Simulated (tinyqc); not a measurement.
Carrier lifetime of an n-type layer with SRH, radiative, Auger and surface recombination: two steps of the calculation.

Uniform excess density dn = dp (no trapping), n = n0 + dn, p = p0 + dn, Boltzmann statistics, full ionisation. Surfaces enter as a rate 2 S dn/d, which holds while diffusion to them is fast.

Values chosen for this exercise; band and dielectric values close to those of gallium arsenide: temperature T = 300 K; band gap Eg = 1.43 eV; conduction-band density of states at T Nc = 4.48e17 cm^-3; valence-band density of states at T Nv = 8.96e18 cm^-3; radiative coefficient B = 6.92e-10 cm^3/s; donor density N = 1.1e16 cm^-3; Auger coefficient (two electrons) Cn = 1.6e-30 cm^6/s; Auger coefficient (two holes) Cp = 4.7e-31 cm^6/s; trap density Nt = 5.2e11 cm^-3; capture cross-section for electrons sn = 1e-15 cm^2; capture cross-section for holes sp = 9e-17 cm^2; thermal velocity (both carriers) vth = 1.6e7 cm/s; trap level below the conduction band Et = 0.3 eV; surface recombination velocity (both faces) S = 4000 cm/s; sample thickness d = 10 um; generation rate G = 5.5e22 cm^-3 s^-1.

Constants: q = 1.602176634e-19 C, kB = 1.380649e-23 J/K, Vt = kB T/q. Results are converted to the units shown.

Question 1. Equilibrium densities and SRH constants. ni = sqrt(Nc Nv) exp(-Eg/(2 Vt)), Eg in volts; majority density N/2 + sqrt(N^2/4 + ni^2), n0 p0 = ni^2; n1 = Nc exp(-Et/Vt), p1 = Nv exp((Et - Eg)/Vt); tn0 = 1/(sn vth Nt), tp0 = 1/(sp vth Nt).

Wanted: ni; n0; p0; n1; p1; tn0; tp0.

Answer 1.

ni = 1.9513e6 cm^-3
n0 = 1.1000e16 cm^-3
p0 = 3.4614e-4 cm^-3
n1 = 4.0879e12 cm^-3
p1 = 0.93142 cm^-3
tn0 = 1.2019e-4 s
tp0 = 0.0013355 s

Question 2. New dn. With e = n p - ni^2 = dn (n0 + p0 + dn): U_SRH = e/(tp0 (n + n1) + tn0 (p + p1)), U_rad = B e, U_Aug = (Cn n + Cp p) e, U_s = 2 S dn/d. Substitution: tau = dn/U with U the sum, dn(new) = G tau.

dn after iteration 1 = 3.4314599e15 cm^-3
n0 = 1.1e16 cm^-3
p0 = 3.4613910e-4 cm^-3
n1 = 4.0878959e12 cm^-3
p1 = 0.93141561 cm^-3
tn0 = 1.2019231e-4 s
tp0 = 0.0013354701 s

Give: U_SRH; U_rad; U_Aug; U_s; tau; dn after iteration 2.

Answer 2.

U_SRH = 2.5149e18 cm^-3 s^-1
U_rad = 3.4269e22 cm^-3 s^-1
U_Aug = 1.2233e18 cm^-3 s^-1
U_s = 2.7452e22 cm^-3 s^-1
tau = 5.5594e-8 s
dn after iteration 2 = 3.0577e15 cm^-3

Range of the model: S d exceeds 2.5 cm^2/s, comparable with a diffusion coefficient, so 2 S/d overstates the surface loss.

Program tinyqc, `OMP_NUM_THREADS=1 python tinyqc.py 2300022 2300023 out.jsonl`; Intel Xeon 2.30GHz, shared host, one thread, about 0.01 s.
